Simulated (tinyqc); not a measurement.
# From one set of inputs to another, one input at a time

Model: hydrogen passivation of interface dangling bonds: competing passivation and dissociation with distributed barriers. Computed by tinyqc, a small Python program. Command: `OMP_NUM_THREADS=1 python tinyqc.py 3007843 3007844 out.jsonl passiv ladder`. One thread of a shared host (Intel(R) Xeon(R) Processor @ 2.30GHz), about 0.09 s of CPU time with the checks.

P_b + H2 gives P_bH + H at the rate k_f [H2]; P_bH gives P_b + H at the rate k_d. All defects start unpassivated. E_f and E_d are Gaussian and independent.

The inputs printed are set A. Inputs not listed in the table keep their values of set A, so the rows need not describe a real material.

Inputs (values chosen for the exercise, close to those used for P_b centres at the silicon-oxide interface):
```
quantity,value,unit
defect density N0,5.3e+11,1/cm^2
passivation prefactor k_f0,4.2e-08,cm^3/s
mean passivation barrier E_f,1.69,eV
spread sigma_f,0.097,eV
dissociation prefactor k_d0,1.1e+13,1/s
mean dissociation barrier E_d,2.62,eV
spread sigma_d,0.046,eV
"H2 in the oxide per atm, solubility factor",1.6e+18,1/(cm^3 atm)
hydrogen pressure p,0.1,atm
anneal temperature T,675,C
anneal time t,5500,s
oxide thickness,3.1,nm
```

Constants: k_B = 8.617333262e-05 eV/K; e = 1.602176634e-19 C; eps_0 = 8.8541878128e-12 F/m.

Method:
- [H2] = solubility factor x p; a = k_f0 [H2] exp(-E_f/(k_B T)), d = k_d0 exp(-E_d/(k_B T)). For one pair of barriers the active share is y = [d + a exp(-(a + d) t)]/(a + d).
- Temperatures in kelvin are T(C) + 273.15.
- Average y over both Gaussians with 40 x 40 Gauss-Hermite points.
- Active density N0 y; threshold shift if each active defect holds one charge, e N0 y t_ox/(3.9 eps_0).
- Minimise the averaged y over T between 150 and 900 C: find where ln y is equal at T - 0.05 and T + 0.05 C; T is rounded to 0.1 C.

Each row keeps all changes above it:
```
input moved,from,to,active share y,"active share, single barriers",least active share
set A,-,-,0.03765,1.8310e-02,0.0041066
anneal temperature T (C),675,350,0.44904,4.5213e-01,0.0041066
passivation prefactor k_f0 (cm^3/s) and mean passivation barrier E_f (eV),"4.2e-08, 1.69","3.2e-07, 1.55",0.00879,4.7688e-07,0.0000259
hydrogen pressure p (atm),0.1,0.03,0.03782,1.5896e-06,0.0001146
dissociation prefactor k_d0 (1/s) and mean dissociation barrier E_d (eV),"1.1e+13, 2.62","2e+13, 2.75",0.03782,2.5679e-07,0.0000329
anneal time t (s),5500,110,0.53687,6.1136e-01,0.0001883
```

Which inputs carry the difference?

Active share y goes from 0.0376 to 0.537, a factor 14.3 in all. The largest single move comes from passivation prefactor k_f0 with mean passivation barrier E_f (a factor 0.0196), but it runs against the net change; the largest move in the direction of the net change is anneal time t (a factor 14.2). Active share, single barriers goes from 0.0183 to 0.611, a factor 33.4 in all. The largest single move comes from anneal time t (a factor 2.38e6), and passivation prefactor k_f0 with mean passivation barrier E_f works against it (a factor 1.05e-6). Least active share goes from 0.00411 to 1.88e-4, a factor 0.0459 in all. The largest single move comes from passivation prefactor k_f0 with mean passivation barrier E_f (a factor 0.00631), and anneal time t works against it (a factor 5.73). The single moves hold for this order of the switches; the total does not depend on the order.

Caution (all rows): atomic hydrogen, which both passivates and depassivates, and further passivation during cooling are left out. Caution (rows passivation prefactor k_f0, hydrogen pressure p, dissociation prefactor k_d0): single-barrier shares below about 1e-3 are formal; measured passivation levels off well above them. Caution (rows passivation prefactor k_f0, hydrogen pressure p, dissociation prefactor k_d0, anneal time t): a least active share below 1e-3 is a property of the model; measured passivation levels off well above it.

Extremes, crossings and ranges named in words are read from the listed rows.
